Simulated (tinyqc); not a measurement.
Slope factor and drain-induced lowering from three currents.

Problem. With source and body at 0 V, I = A exp((Vg + dd Vd)/(nf Vt)) (1 - exp(-Vd/Vt)). Find nf, the swing nf Vt ln 10 and dd.

Inputs (values chosen for the exercise): temperature T = 300 K.

Constants: q = 1.602176634e-19 C, kB = 1.380649e-23 J/K, Vt = kB T/q. Results are converted to the units shown.

currents at (Vg, Vd) = (0, 0.05), (0, 0.7) and (0.06, 0.7) V (nA/um): [0.023355185, 0.11852993, 0.64500351]

Answer. The pair at equal Vd gives nf; the pair at equal Vg, after dividing out the factors 1 - exp(-Vd/Vt), gives dd.

nf = 1.37
swing = 81.6 mV/decade
dd = 0.0800

Computed by the program tinyqc: `OMP_NUM_THREADS=1 python tinyqc.py 2242149 2242150 out.jsonl`, one thread of a shared Intel Xeon 2.30GHz, about 0.04 s for the whole run.
